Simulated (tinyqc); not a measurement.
Worked calculation: free and nearly free electrons in a metal. Values are carried at full precision from step to step, so a last printed digit may differ when a step is redone from the rounded ones.

The cubic cell holds 4 atoms: n = 4 z/a^3, kF = (3 pi^2 n)^(1/3), EF = c kF^2/m, vF = 2 c kF/(m hbar), c = hbar^2/2m0; rs = (3/(4 pi n))^(1/3)/a0; D(EF) = 3 n/(2 EF).

Constants: hbar^2/2m0 = 3.80998211 eV angstrom^2; hbar = 6.58211957e-16 eV s; a0 (Bohr radius) = 0.5291772105 angstrom; kB = 8.617333262e-05 eV/K.

Inputs chosen for the exercise (near those of Ag, whose d bands this model ignores; not measured data): a = 4.122 angstrom (fcc lattice constant); z = 1 (free electrons an atom); m = 1 m0 (mass); rho = 1.69 micro-ohm cm (bulk resistivity); T = 290 K; V = 0.46 eV (|V_G| for G = (111)); x = 0.84 (k along G as a share of |G|/2).

## The Fermi sphere

Evaluate the free-electron quantities.

n = 0.05711 1/angstrom^3
kF = 1.1914 1/angstrom
EF = 5.408 eV
vF = 1.379e+06 m/s
rs = 3.044
D(EF) per atom = 0.2774 1/eV

## Relaxation time and mean free path

Drude: 1/rho = n e^2 tau/(m m0) with e = 1.602176634e-19 C and m0 = 9.1093837e-31 kg; mean free path l = vF tau; rho l = hbar kF/(n e^2) = 12 pi^3 hbar/(e^2 S) with S = 4 pi kF^2 does not depend on tau or m.

Use SI units: n in 1/m^3 (1e30 per 1/angstrom^3), rho in ohm m (1e-8 per micro-ohm cm).

tau = 36.77 fs
l = 50.71 nm
rho l = 8.570 1e-16 ohm m^2

Wires lose conductivity to surfaces and grain boundaries, with an excess that scales as rho l over the width and is of the order of rho itself at a width of l = 51 nm.

## Thermal quantities

gamma = (pi^2/3) kB^2 D(EF) per atom, times 96485.33 x 1e3 for mJ/(mol K^2); mu(T) = EF (1 - (pi kB T/EF)^2/12); Wiedemann-Franz kappa = L0 T/rho with L0 = (pi^2/3) (kB/e)^2, kB/e in V/K.

gamma = 0.654 mJ/(mol K^2)
mu - EF = -0.0950 meV
kappa = 419 W/(m K)

## The sphere against the zone faces

Take G = (hkl) 2 pi/a for (111), (200) and (220), with the number of equivalent faces. The Bragg plane of G lies at |G|/2 with |G| = (2 pi/a) sqrt(h^2 + k^2 + l^2). Where kF exceeds it, the sphere cuts the plane in a circle of radius sqrt(kF^2 - G^2/4).

Distance and circle for each G:

| G | faces | \|G\|/2 (1/angstrom) | kF/(\|G\|/2) | circle radius |
|---|---|---|---|---|
| (111) | 8 | 1.3201 | 0.9025 | - |
| (200) | 6 | 1.5243 | 0.7816 | - |
| (220) | 12 | 2.1557 | 0.5527 | - |

The sphere stays inside the first zone; it reaches 0.903 of the way to the nearest faces.

## Two plane waves near the face

Two plane waves k and k - G, G = (111) (2 pi/a): H = [[c k^2/m, V], [V, c (k - G)^2/m]] with c = hbar^2/2m0.

Build H for k along G, diagonalise, and give the weight of the first wave in the lower state and its velocity along G relative to a free electron, (w k + (1 - w)(k - G))/k.

H (eV):
```
        1       2
1  4.6848  0.4600
2  0.4600  8.9340
```

levels (eV): 4.6355  8.9832

w = 0.9887
v/v_free = 0.9730

The splitting is 4.348 eV here and 2V = 0.92 eV on the face, where the normal velocity vanishes. There the lower band lies at 6.179 eV, above the free EF of 5.408 eV, so the Fermi surface does not reach the face. The real noble metals have necks on these faces, through a gap of 4 to 5 eV at L and their d bands.

## Checks

- Lower level against the closed form of the 2 x 2 problem (eV): both 4.6355.
- The product rho l against hbar kF/(n e^2) (1e-16 ohm m^2): both 8.570.

Computed by tinyqc, a small Python program: `OMP_NUM_THREADS=1 python tinyqc.py 1652555 1652556 out.jsonl` (the numbers bound the seed that draws the inputs); one thread of a shared host (Intel(R) Xeon(R) Processor @ 2.30GHz), about 0.01 s for the whole set of steps.
